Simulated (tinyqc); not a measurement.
Crystal pulling from the melt: segregation, interface stability, heat balance and point-defect regime: one step, computed by the program tinyqc.

A dilute solute; steady pulling with a flat interface unless it is found unstable.

Problem. Concentration at the frozen fraction g. Axial profile: C_s = k_eff C0 (1 - g)^(k_eff - 1); bulk melt C_L = C_s/k_eff. Usable fraction: the g at which C_s has changed by 30 % from its first value (0.99 at most).

Inputs (values chosen for the exercise, modelled on boron in silicon): initial melt concentration C0 = 9.8e+16 1/cm^3; frozen fraction g = 0.46.

Loss from the melt surface: none.

k_eff = 0.8984729

Give: C_s; C_L; usable fraction.

Solution.

C_s = 9.373e+16 1/cm^3

C_L = 1.043e+17 1/cm^3

usable fraction = 0.9245

C_s rises along the crystal.
